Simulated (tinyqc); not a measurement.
Hot electrons in a saturated n-channel MOSFET, lucky-electron model: course of the iteration: body bias from the substrate current.

Beyond pinch-off the lateral field grows as Esat cosh(y/l) over the velocity-saturated region (pseudo-two-dimensional model). Impact ionisation in this region gives the substrate current, which biases the body forward through Rsub. Currents are per width. Local-field laws: they overstate ionisation when the field peak is narrower than an energy relaxation length.

Cox = 3.9 eps0/tox. Overdrive g = Vg - VT + kb Vb; Vdsat = g Esat L/(g + Esat L); Id = Cox vs (g - Vdsat); dV = Vd - Id Rd - Vdsat; Em = sqrt((dV/l)^2 + Esat^2); Isub = Id (Ai/Bi) l Em exp(-Bi/Em). Vb(new) = Rsub Isub.

Stop when Vb changes by less than 1e-9 V, or after 60 iterations.

Inputs (values chosen for the exercise); values close to those of silicon n-channel devices:
- L = 1.2 um (channel length)
- tox = 31 nm (oxide thickness)
- VT = 0.54 V (threshold)
- vs = 7.1e6 cm/s (saturation velocity)
- Ai = 2e6 1/cm (ionisation prefactor)
- Bi = 1.64 MV/cm (ionisation field)
- Rd = 700 ohm um (resistance of the lightly doped drain)
- Rsub = 15000 ohm um (substrate resistance)
- kb = 0.34 (fall of VT per volt of forward body bias)
- Vd = 5.2 V (drain voltage)
- Vg = 2.6 V (gate voltage)

Constants: eps0 = 8.8541878128e-14 F/cm where lengths are in cm. Results are converted to the units shown.

Vb at the start = 0 V
l = 195.269 nm
Esat = 0.0373684 MV/cm

Course of the iteration:
```
iteration      Vb (V)  |change| (V)
1          8.25167e-4       8.25e-4
2          8.25079e-4       8.87e-8
3          8.25079e-4      9.54e-12
```

Did this iteration meet its convergence test, and what does its course show?

Yes. Converged in 3 iterations. The change falls from 8.3e-4 in the first iteration to below the tolerance in the last.

tinyqc, about 0.01 s, one thread, Intel Xeon 2.30GHz (shared host): `OMP_NUM_THREADS=1 python tinyqc.py 2550086 2550087 out.jsonl`
